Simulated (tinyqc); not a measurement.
Worked calculation: propagation of a band-gap error through k.p and effective-mass formulas. Values are carried at full precision from step to step, so a last printed digit may differ when a step is redone from the rounded ones.

Chain, for a gap E (the reference Eg or another value), with Ep and Dso kept: 1/me = 1 + Ep (E + 2 Dso/3)/(E (E + Dso)); g* = 2 - 2 Ep Dso/(3 E (E + Dso)); g1(E) = g1 + (Ep/3)(1/E - 1/Eg), g2(E) = g2 + (Ep/6)(1/E - 1/Eg), light hole 1/(g1 + 2 g2), heavy hole 1/(g1 - 2 g2) along [100]; optical constant ei(E) = 1 + (ei - 1)(EP/(EP + E - Eg))^2, static e0(E) = ei(E) + e0 - ei.

Constants: Ry = 13.60569312 eV; a0 (Bohr radius) = 0.5291772105 angstrom; kB = 8.617333262e-05 eV/K; hbar^2/2m0 = 3.80998211 eV angstrom^2.

Inputs chosen for the exercise (reference values near those of ZnSe, gap at low temperature; the results hold for these values, not for the real material):
- Eg = 2.844 eV (gap at Gamma to the s-like level)
- Dso = 0.397 eV (spin-orbit splitting)
- Ep = 23.9 eV (Kane energy)
- g1 = 3.75 (Luttinger gamma1)
- g2 = 1.24 (gamma2)
- e0 = 8.96 (static dielectric constant)
- ei = 6.02 (optical dielectric constant)
- EP = 6.75 eV (mean (Penn) gap)
- Eg2 = 3.327 eV (a wrong gap, of the size a hybrid functional can give)
- mh = 0.36 m0 (density-of-states mass of the holes)
- T = 400 K (temperature)
- k = 0.041 1/angstrom (wave vector)

## Masses, g factor and screening for both gaps

Evaluate the chain at Eg and at Eg2.

Band values at the two gaps:

| quantity | at Eg | at Eg2 | ratio |
|---|---|---|---|
| me | 0.1104 | 0.1261 | 1.143 |
| g* | 1.314 | 1.489 | - |
| g1 | 3.750 | 3.343 | 0.892 |
| g2 | 1.240 | 1.037 | 0.836 |
| light hole | 0.1605 | 0.1846 | 1.150 |
| heavy hole | 0.7874 | 0.7874 | 1.000 |
| ei | 6.020 | 5.372 | 0.892 |
| e0 | 8.960 | 8.312 | 0.928 |

The gap is off by a factor of 1.17; the electron mass follows with 1.14 and the light hole with 1.15, while the heavy hole, which does not couple to the conduction level, keeps its value. The optical constant changes less, by -11 %, as it answers to the mean gap, which shifts by the same +0.48 eV on a base of 6.75 eV. g* moves by +0.18; remote bands, left out here, shift it by tenths or, where it is large, by some per cent.

## Binding energies and densities for both gaps

Donor: R = Ry me/e0^2, a_B = a0 e0/me, Mott density (0.26/a_B)^3. Nc, Nv = 2 (m kT/(4 pi c))^(3/2), c = hbar^2/2m0, ni = sqrt(Nc Nv) exp(-E/2kT). Exciton: Ry mu/e0^2 with 1/mu = 1/me + g1(E). 1 angstrom^-3 = 1e24 cm^-3.

Use the values of the table.

Results:

| quantity | at Eg | at Eg2 | ratio |
|---|---|---|---|
| R (meV) | 18.70 | 24.84 | 1.33 |
| a_B (angstrom) | 42.96 | 34.87 | 0.812 |
| Mott density (cm^-3) | 2.217e+17 | 4.144e+17 | 1.87 |
| Nc (cm^-3) | 1.417e+18 | 1.731e+18 | 1.22 |
| ni (cm^-3) | 4.168 | 0.004175 | 0.00100 |
| exciton (meV) | 13.23 | 17.47 | 1.32 |

Power laws carry the error on: the donor energy (me/e0^2) by a factor of 1.33, the Mott density (cube of me/e0) by 1.87. ni, with its exponential, changes by a factor of 0.00100, that is 3.0 decades.

## A scissor shift and what it does not mend

A rigid shift D = Eg - Eg2 of the conduction band restores the gap but leaves the curvature, so the mass stays me(Eg2); redoing the sum 1/m = 1 + Ep (E + 2 Dso/3)/(E (E + Dso)) with E = Eg and the same Ep gives another mass. For optics, eps2 at the edge goes as |p|^2/E^2: a rigid shift keeps the dipole elements p/E, while shifting the energies under unchanged p scales eps2 by (Eg2/Eg)^2.

shift D = -0.483 eV
mass under a rigid shift = 0.1261 m0
mass from the sum with the corrected gap = 0.1104 m0
factor on eps2 if p is left unscaled = 1.369

The rigid shift leaves the mass off by a factor of 1.14. The mass from the corrected gap is the reference me(Eg) here, because the exercise keeps Ep fixed; a real correction of the gap depends on k and changes Ep as well.

## Far from the edge the relative error shrinks

Two-level dispersion E(k) = sqrt(E^2/4 + Ep c k^2) - E/2 at k/4, k, 4k for both gaps, c = hbar^2/2m0.

Energies above the edge:

| k (1/angstrom) | at Eg (eV) | at Eg2 (eV) | ratio |
|---|---|---|---|
| 0.01025 | 0.0034 | 0.0029 | 0.855 |
| 0.04100 | 0.0528 | 0.0454 | 0.859 |
| 0.16400 | 0.6925 | 0.6204 | 0.896 |

The ratio tends to Eg/Eg2 = 0.85 at k = 0 and goes from 0.855 to 0.896: at large k both curves approach the same slope sqrt(Ep c), while their distance in eV grows towards |Eg - Eg2|/2.

## Checks

- Chain at E = Eg against the inputs g1, g2, ei, e0: they agree to 1e-10 or better.

(tinyqc, `OMP_NUM_THREADS=1 python tinyqc.py 1881098 1881099 out.jsonl`, Intel(R) Xeon(R) Processor @ 2.30GHz, 1 thread, shared host, about 0.01 s.)
